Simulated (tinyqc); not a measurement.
# Choice of the length

One arm driven from 0 to V: phase 2 pi dneff L/lam; biased at quadrature the output swings between [1 -+ sin(phase/2)]/2; extinction ratio in dB; insertion loss = loss x L. The modulation amplitude is sin(phase/2) 10^(-insertion loss/10), as a share of the input power.

Parameters, values chosen for the exercise:
- lam = 1550 nm (wavelength)

dneff = 0.0001331
loss = 28.7 dB/cm

Choice of the length:

| L (mm) | phase (pi) | extinction (dB) | insertion loss (dB) | amplitude |
|---|---|---|---|---|
| 0.3 | 0.051523 | 0.70373 | 0.86100 | 0.066305 |
| 0.43 | 0.073849 | 1.0098 | 1.2341 | 0.087112 |
| 0.62 | 0.10648 | 1.4596 | 1.7794 | 0.11051 |
| 0.89 | 0.15285 | 2.1058 | 2.5543 | 0.13206 |
| 1.3 | 0.22326 | 3.1106 | 3.7310 | 0.14551 |
| 1.9 | 0.32631 | 4.6609 | 5.4530 | 0.13972 |
| 2.7 | 0.46370 | 6.9740 | 7.7490 | 0.11178 |
| 3.8 | 0.65262 | 11.063 | 10.906 | 0.069383 |
| 5.5 | 0.94458 | 27.219 | 15.785 | 0.026294 |

Read the table: what changes, and by how much?

The amplitude goes from 0.0663 through a maximum of 0.146 (at L = 1.3 mm among the rows listed) to 0.0263, while the extinction ratio rises from 0.704 to 27.2 dB. The phase grows linearly with length while the transmitted power falls exponentially, hence the maximum. Beyond a few millimetres electrode loss and velocity mismatch, left out here, limit the speed.

Computed by the program tinyqc: `OMP_NUM_THREADS=1 python tinyqc.py 2650109 2650110 out.jsonl`, one thread of a shared Intel Xeon 2.30GHz, about 0.01 s for the whole run.
